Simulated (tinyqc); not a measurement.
Convergence with the basis: effective-mass impurity with a central-cell term, in a basis of Slater functions. Computed by tinyqc, a small Python program. Command: `OMP_NUM_THREADS=1 python tinyqc.py 3008138 3008139 out.jsonl centralcell walk`. One thread of a shared host (Intel(R) Xeon(R) Processor @ 2.30GHz), about 0.01 s of CPU time with the checks.

The envelope obeys H = -nabla^2 - (2/r) [Z + A exp(-kappa r)] in effective units, with kappa = a*/lambda; positive A deepens the well near the core.

Inputs (values chosen for the exercise, for a model semiconductor):
```
quantity                   value      unit
effective mass m           0.685       m_0
dielectric constant eps     10.5         -
charge Z of the core           1         -
central-cell strength A      1.1         -
central-cell range lambda    1.5  angstrom
smallest exponent zeta_1    0.33      1/a*
ratio beta of exponents      2.9         -
```

Impurity: acceptor, one isotropic band.

Constants: Ry = 13.605693123 eV; a_0 = 0.529177210903 angstrom.

Method:
- Units: Ry* = Ry m/eps^2 and a* = a_0 eps/m, with m in m_0.
- kappa = a*/lambda; the hydrogenic ground state is bound by Z^2 Ry*.
- For s functions exp(-zeta r), with s = zeta_i + zeta_j: S = 2/s^3, T = zeta_i zeta_j S, V = -2 Z/s^2, W = -2 A/(s + kappa)^2; each function is normalised by dividing by sqrt(S_ii S_jj).
- Large basis: zeta_i = 0.06 x 1.6^(i-1), i = 1..22, same formulas; for p functions r exp(-zeta r): S = 24/s^5, T = zeta_i zeta_j S (centrifugal term included), V = -12 Z/s^4, W = -12 A/(s + kappa)^4; overlap eigenvalues below 1e-11 are dropped.
- Binding energies are -E Ry*; the effective quantum number is nu = Z/sqrt(-E); |psi(0)|^2 is given relative to the hydrogenic Z^3/(pi a*^3).
- zeta_i = zeta_1 beta^(i-1), i = 1..n.
- The error is the lowest level above the large-basis value.

kappa = 5.40765 1/a*

Ry* = 84.5342 meV

1s binding energy = 103.789 meV

Error of the 1s level:
```
n  error (meV)  largest exponent (1/a*)
1       56.476               3.3000e-01
2        6.160               9.5700e-01
3        0.594               2.7753e+00
4        0.593               8.0484e+00
5        0.574               2.3340e+01
6        0.568               6.7687e+01
7        0.567               1.9629e+02
8        0.566               5.6925e+02
```

What follows from these numbers?

The error falls from 56.5 to 0.566 meV. The last function changes it by less than 5 %: it has levelled off, and what remains is set by beta and zeta_1, not by the range of exponents.

Extremes, crossings and ranges named in words are read from the listed rows.
